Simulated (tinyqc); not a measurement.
Schottky barriers and band offsets from neutrality levels: one step. The density of gap states that S implies. Four cases, with inputs chosen for the exercise.

Question. S and PhiN are those of material 1, from the metal contact. In the picture of a dipole layer, S = 1/(1 + 4 pi (e^2/4 pi eps0) D dl/ei) with D states per area and energy. The charge in the gap states is D (WM - PhiN) S electrons missing per area, and the dipole step is (1 - S)(WM - PhiN). 1 angstrom^-2 = 1e16 cm^-2.

Constants: e^2/(4 pi eps0) = 14.39964547 eV angstrom.

Give: D; electrons missing from the gap states (negative: in excess); dipole step.

Case 1.

Values chosen: WM = 4.6 eV (work function of a metal); dl = 3.2 angstrom (width of the interface dipole layer); ei = 1 (its dielectric constant).

S = 0.114364
PhiN = 4.94000 eV

Answer.

D = 1.337e+14 1/(cm^2 eV)
electrons missing from the gap states (negative: in excess) = -5.20e+12 cm^-2
dipole step = -0.301 eV

A surface holds about 1e15 atoms per cm^2, so 0.5 % of an electron per atom makes this step.

Case 2.

Values chosen: WM = 5 eV (work function of a metal); dl = 3.9 angstrom (width of the interface dipole layer); ei = 2 (its dielectric constant).

S = 0.127563
PhiN = 5.34000 eV

Answer.

D = 1.938e+14 1/(cm^2 eV)
electrons missing from the gap states (negative: in excess) = -8.41e+12 cm^-2
dipole step = -0.297 eV

A surface holds about 1e15 atoms per cm^2, so 0.8 % of an electron per atom makes this step.

Case 3.

Values chosen: WM = 5.08 eV (work function of a metal); dl = 2 angstrom (width of the interface dipole layer); ei = 1.5 (its dielectric constant).

S = 0.244418
PhiN = 4.77000 eV

Answer.

D = 1.281e+14 1/(cm^2 eV)
electrons missing from the gap states (negative: in excess) = 9.71e+12 cm^-2
dipole step = 0.234 eV

A surface holds about 1e15 atoms per cm^2, so 1.0 % of an electron per atom makes this step.

Case 4.

Values chosen: WM = 4.24 eV (work function of a metal); dl = 4.5 angstrom (width of the interface dipole layer); ei = 1 (its dielectric constant).

S = 0.131131
PhiN = 5.21000 eV

Answer.

D = 8.137e+13 1/(cm^2 eV)
electrons missing from the gap states (negative: in excess) = -1.04e+13 cm^-2
dipole step = -0.843 eV

A surface holds about 1e15 atoms per cm^2, so 1.0 % of an electron per atom makes this step.

Computed by tinyqc, one run a case: `OMP_NUM_THREADS=1 python tinyqc.py N N+1 out.jsonl` with N = 1850853, 1850902, 1850954, 1850996; one thread of a shared Intel(R) Xeon(R) Processor @ 2.30GHz, about 0.01 s a run at most.
